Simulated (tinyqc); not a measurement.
Configuration-coordinate model of carrier capture at a defect, step by step. Values are carried at full precision from step to step, so a last printed digit may differ when a step is redone from the rounded ones.

Two parabolas of equal curvature k in one coordinate Q: with the carrier free at the band edge, U_f = k Q^2/2; with the carrier trapped, U_t = k (Q - dQ)^2/2 - ET. ER = k dQ^2/2, Huang-Rhys factor S = ER/hw, hw = 0.0646541 sqrt(k/M) eV for k in eV/angstrom^2 and M in u. The curves cross at a height Eb = (ER - ET)^2/(4 ER) above the free minimum.

Constants: kB = 8.617333262e-05 eV/K.

Parameters, chosen for this exercise (of the size met at a deep level in GaN; not measured data): ET = 0.94 eV (thermal depth of the level below the band edge); ER = 0.51 eV (relaxation energy); hw = 0.045 eV (phonon energy of the mode); M = 70 u (mass of the mode); T = 77 K (temperature); nu = 1e+12 1/s (attempt rate).

## The two parabolas

Form S, k, dQ, the crossing point Qc = (ER - ET)/(k dQ), Eb, and the emission barrier Eb + ET.

S = 11.333
k = 33.9102 eV/angstrom^2
dQ = 0.1734 angstrom
Qc = -0.0731 angstrom

barriers (eV): capture 0.0906, emission 1.0306

ER < ET: the crossing lies on the far side of the free minimum (the inverted case), where tunnelling between vibrational states can matter much if Eb is well above hw.

## Optical transitions

Vertical ionisation from the trapped minimum costs ET + ER; vertical capture from the free minimum releases ET - ER (none if negative); the band has a standard deviation sqrt(S hw^2 coth(hw/2kT)) with S = ER/hw, and a full width 2.35482 times that.

energies (eV): ionisation peak 1.450, zero-phonon 0.940, emission peak 0.430

coth(hw/2kT) = 1.0023
standard deviation = 0.1517 eV
full width = 0.3571 eV

Radiative capture would peak at 0.430 eV. The optical peak exceeds the thermal depth by a factor 1.54.

## The multiphonon factor

Multiphonon factor for giving p = ET/hw phonons to the lattice: W = exp(-S (2 nb + 1)) ((nb + 1)/nb)^(p/2) I_p(x), nb = 1/(exp(hw/kT) - 1), x = 2 S sqrt(nb (nb + 1)), I_p the modified Bessel function. Classical limit: W = hw exp(-Eb/kT)/sqrt(4 pi ER kT). At T = 0: exp(-S) S^p/Gamma(p + 1).

Form p, nb, x and ln W, the classical ln W, and the capture time 1/(nu W).

p, nb, x: 20.8889  0.0011  0.7642

ln W: quantum -5.655, classical -15.182

capture time = 2.86e-10 s

The quantum factor is 1.37e+04 times the classical one at kT/hw = 0.15: nuclear tunnelling rules.

## Emission by detailed balance

For equal degeneracies and one band-edge state, emission time = capture time x exp(ET/kT).

ET/kT = 141.666
log10 of the emission time in s = 51.98

## Checks

- Ln W for the nearest whole p against the double Poisson sum over emitted and absorbed phonons: both -5.72603.

(tinyqc, `OMP_NUM_THREADS=1 python tinyqc.py 1450909 1450910 out.jsonl`, Intel(R) Xeon(R) Processor @ 2.30GHz, 1 thread, shared host, about 0.01 s.)
